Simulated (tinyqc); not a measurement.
# p-i-n power rectifier, conductivity modulation at high injection: what changes with what

A drift layer from x = -d to d (2 d = W) between ideal p+ and n+ emitters (no recombination in them). High injection, n = p, ambipolar diffusion with one lifetime; both mobilities scale as (T/300 K)^(-bt).

Parameters, values chosen for the exercise; bulk values close to those of 4H silicon carbide:
- T = 450 K (temperature)
- eps_r = 9.49 (relative permittivity)
- Kc = 23800 V/cm per (cm^-3)^(1/8) (critical-field constant)
- BV = 1800 V (rated breakdown voltage of the drift layer)
- mud = 804 cm^2/(V s) (drift mobility at 300 K)
- bt = 2.1 (temperature exponent of the drift mobility)
- mup = 111 cm^2/(V s) (hole mobility at 300 K)
- Eg = 3.18 eV (band gap)
- Nc = 3.12e19 cm^-3 (conduction-band density of states at T)
- Nv = 4.59e19 cm^-3 (valence-band density of states at T)
- J = 50 A/cm^2 (forward current density)
- a = 500 A/(cm^2 us) (ramp rate of the current at turn-off)
- tau = 5.1e-7 s (high-level lifetime)

Constants: q = 1.602176634e-19 C, kB = 1.380649e-23 J/K, Vt = kB T/q, eps0 = 8.8541878128e-14 F/cm where lengths are in cm. Results are converted to the units shown.

Each table varies one quantity; the others keep the values above.

## Forward voltage and stored charge against the high-level lifetime

Triangular field at breakdown with Ec = Kc N^(1/8): BV = eps0 eps_r Ec^2/(2 q N), so N = (eps0 eps_r Kc^2/(2 q BV))^(4/3); W = 2 BV/Ec; mu = mud (T/300 K)^(-bt); rho = 1/(q mu N); ideal resistance rho W. Da = 2 mun mup Vt/(mun + mup), La = sqrt(Da tau), B = (mun - mup)/(mun + mup) with mun = mud (T/300 K)^(-bt), mup likewise; n(x) = (tau J/(2 q La)) [cosh(x/La)/sinh(d/La) - B sinh(x/La)/cosh(d/La)]. Ohmic drop: integral of J/(q (mun + mup) n); diffusion (Dember) drop Vt B ln(n(-d)/n(d)); both junctions together Vt ln(n(-d) n(d)/ni^2), ni = sqrt(Nc Nv) exp(-Eg/(2 Vt)), Eg in volts; V_F = the sum; stored charge q times the integral of n. Integrals on a fine grid. Peak reverse current if all stored charge left in a linear ramp without recombination (an upper bound): sqrt(2 a Q). Rows where n falls below the doping are left out.

The same in every row: J rho W (V) = 0.1835.

Forward voltage and stored charge against the high-level lifetime:
columns A: tau (s); B: d/La; C: drift drop, ohmic and diffusion (V); D: junction drops (V); E: V_F (V); F: Q (uC/cm^2); G: sqrt(2 a Q) (A/cm^2); H: lowest n over N
```
A            B         C      D      E      F      G      H
8.9e-8   1.457    0.1312  2.605  2.736  4.450  66.71  1.210
1.9e-7  0.9971   0.06374  2.657  2.721  9.500  97.47  3.415
3.9e-7  0.6960   0.03307  2.709  2.742  19.50  139.6  8.277
8.1e-7  0.4829   0.01680  2.762  2.779  40.50  201.2  18.92
1.7e-6  0.3333  0.008291  2.817  2.825  85.00  291.5  41.79
3.5e-6  0.2323  0.004104  2.872  2.876  175.0  418.3  88.20
7.3e-6  0.1609  0.001988  2.928  2.930  365.0  604.2  186.3
1.5e-5  0.1122  9.720e-4  2.984  2.985  750.0  866.0  385.0
```

Read the table: what changes, and by how much?

V_F goes from 2.74 through a minimum of 2.72 (at tau = 1.9e-7 among the rows listed) to 2.98 V; the drift drop falls from 0.131 to 9.72e-4 V and the junction drops rise from 2.61 to 2.98 V. The minimum falls at d/La = 1.0: a short lifetime starves the middle of the layer, a long one raises the edge densities and with them the junction drops. Where n exceeds a few 1e17 cm^-3, emitter and Auger recombination, left out here, lower n and change V_F.

## Forward voltage and stored charge against the rated breakdown voltage of the drift layer

Same model as above.

The same in every row: Q (uC/cm^2) = 25.50; sqrt(2 a Q) (A/cm^2) = 159.7.

Forward voltage and stored charge against the rated breakdown voltage of the drift layer:
```
BV (V)    d/La  drift drop, ohmic and diffusion (V)  junction drops (V)  V_F (V)  lowest n over N  J rho W (V)
450     0.1208                             0.001125               2.847    2.848            10.38     0.005735
630     0.1788                             0.002451               2.817    2.819            10.89      0.01330
870     0.2606                             0.005139               2.789    2.794            11.32      0.02981
1200    0.3792                              0.01062               2.761    2.772            11.56      0.06660
1700    0.5693                              0.02285               2.732    2.755            11.38       0.1591
2300    0.8101                              0.04363               2.709    2.753            10.62       0.3387
3200     1.191                              0.08867               2.685    2.773            8.984       0.7734
4500     1.773                               0.1977               2.663    2.861            6.652        1.814
```

What does the comparison show?

V_F goes from 2.85 through a minimum of 2.75 (at BV = 2300 among the rows listed) to 2.86 V; the drift drop rises from 0.00112 to 0.198 V and the junction drops fall from 2.85 to 2.66 V.

Program tinyqc, `OMP_NUM_THREADS=1 python tinyqc.py 2230102 2230103 out.jsonl`; Intel Xeon 2.30GHz, shared host, one thread, about 0.01 s.
